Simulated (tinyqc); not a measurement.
Inside a calculation: model-solid line-up of a strained alloy layer on a substrate. Values are carried at full precision from step to step, so a last printed digit may differ when a step is redone from the rounded ones.

All values of the alloy are linear in x but the gap, Eg(x) = (1 - x) Eg_A + x Eg_B - C x (1 - x), and the valence edge, Ev(x) = (1 - x) Ev_A + x Ev_B + fv C x (1 - x); Ec = Ev + Eg. Ev is the top of the unstrained valence band on a scale common to all materials. In the layer only the Gamma valley of the conduction band is followed, also where an X or L valley would lie lower.

Parameters, chosen for this exercise (A near GaP, B near InP, substrate near Ge; shifted at random, so the results belong to these values and not to a real crystal):
```
symbol  value           unit      meaning
a       (5.458, 5.869)  angstrom  lattice constant of A, B
Eg      (2.855, 1.438)  eV        gap at Gamma to the s-like level of A, B
Dso     (0.079, 0.109)  eV        spin-orbit splitting of A, B
Ev      (-1.29, -0.95)  eV        top of the unstrained valence band of A, B
ac      (-8.26, -6)     eV        conduction deformation potential of A, B
av      (1.71, 0.59)    eV        valence hydrostatic potential of A, B
b       (-1.58, -2)     eV        tetragonal shear potential of A, B
d       (-4.56, -4.96)  eV        trigonal shear potential of A, B
C11     (140.1, 100.8)  GPa       of A, B
C12     (62, 56.2)      GPa       of A, B
C44     (70.6, 45.6)    GPa       of A, B
C       0.639           eV        bowing of the gap
fv      0                         share of the bowing taken by the valence edge
x       0.74                      fraction of B
a_s     5.656           angstrom  substrate
face    001                       growth face
Eg_s    0.753           eV        lowest gap of the substrate
Ev_s    -0.35           eV        substrate valence edge
```

## Values of the alloy

Interpolate.

Alloy at x (a in angstrom, C11, C12, C44 in GPa, all else in eV):
```
symbol     value
a         5.7621
Eg        1.6835
Dso       0.1012
Ev       -1.0384
ac       -6.5876
av        0.8812
b        -1.8908
d        -4.8560
C11     111.0180
C12      57.7080
C44      52.1000
```

## Strain on the (001) substrate

Coherent growth on a (001) face: e_par = (a_s - a)/a, e_perp = -2 (C12/C11) e_par; exx = eyy = e_par, ezz = e_perp, no shear.

Use the values of the alloy.

e_par = -0.018420
e_perp = 0.019150

strain tensor in the cubic axes, rows x, y, z and columns alike:
$$\begin{pmatrix}
-0.018420 & 0.000000 & 0.000000 \\
0.000000 & -0.018420 & 0.000000 \\
0.000000 & 0.000000 & 0.019150
\end{pmatrix}$$

The layer is under compression in the plane; its volume changes by -1.769 %.

## Strained band edges

Strained edges: Ec + ac tr(e); the valence edges are Ev plus the levels of the 6 x 6 matrix of X, Y, Z times spin with -Dso/3 + l exx + m (eyy + ezz) on the diagonal (cyclic), n exy off it, l = av + 2 b, m = av - b, n = sqrt(3) d. Spin-orbit term (Dso/3) L.sigma on X, Y, Z with (L_k)_ij = -i epsilon_kij: <X+|H|Y+> = -i Dso/3, <X+|H|Z-> = Dso/3, <Y+|H|Z-> = -i Dso/3, <Z+|H|X-> = -Dso/3, <Z+|H|Y-> = i Dso/3, <X-|H|Y-> = i Dso/3, and their conjugates; + and - are the spin along z.

Give the hydrostatic shifts, the strain block and the edges.

ac tr(e), av tr(e) (eV): [0.1165, -0.0156]

strain block (eV), rows X, Y, Z and columns alike:
$$\begin{pmatrix}
0.0554 & 0 & 0 \\
0 & 0.0554 & 0 \\
0 & 0 & -0.1577
\end{pmatrix}$$

Ec and the three valence edges from the top (eV): [0.7616, -0.9830, -1.0385, -1.2417]

strained gap = 1.7446 eV

Strain moves the gap by +61 meV: +132 meV from the volume and -71 meV from the splitting of the valence edge, which always raises the top.

## Offsets against the substrate material

dEc = Ec(substrate) - Ec(layer), dEv = Ev(layer) - Ev(substrate); positive values confine the carrier in the layer. Type I: both of one sign; type II: opposite signs; type III: the gaps do not overlap.

Give also the smallest gap across the interface, min Ec - max Ev.

dEc = -0.3586 eV
dEv = -0.6330 eV

type: I

smallest gap = 0.7530 eV

Both carriers collect in the substrate material; the conduction band takes 36 % of the gap difference. Where the alloy is indirect its X or L edge, left out, lies lower and changes dEc.

## Critical thickness (Matthews-Blakeslee, single layer)

h = K (ln(h/b) + 1) with K = b (1 - nu/4)/(4 pi |e_par| (1 + nu)) for 60-degree dislocations, b = a/sqrt(2) the Burgers vector (not the shear potential of the table), nu = C12/(C11 + C12). Iterate from h = 10 b until h changes by less than 1e-6 of itself.

b (Burgers vector) = 4.0744 angstrom
nu = 0.3420
K = 11.99 angstrom

first iterates (angstrom): [40.7, 39.6, 39.3, 39.2, 39.1, 39.1]

critical thickness = 3.91 nm

Thicker layers can relax, and the strained edges then no longer apply; metastable growth often exceeds this equilibrium value.

## Checks

- Valence edges against the closed form for (001) strain: they agree to 1e-10 or better.

(tinyqc, `OMP_NUM_THREADS=1 python tinyqc.py 1050244 1050245 out.jsonl`, Intel(R) Xeon(R) Processor @ 2.30GHz, 1 thread, shared host, about 0.01 s.)
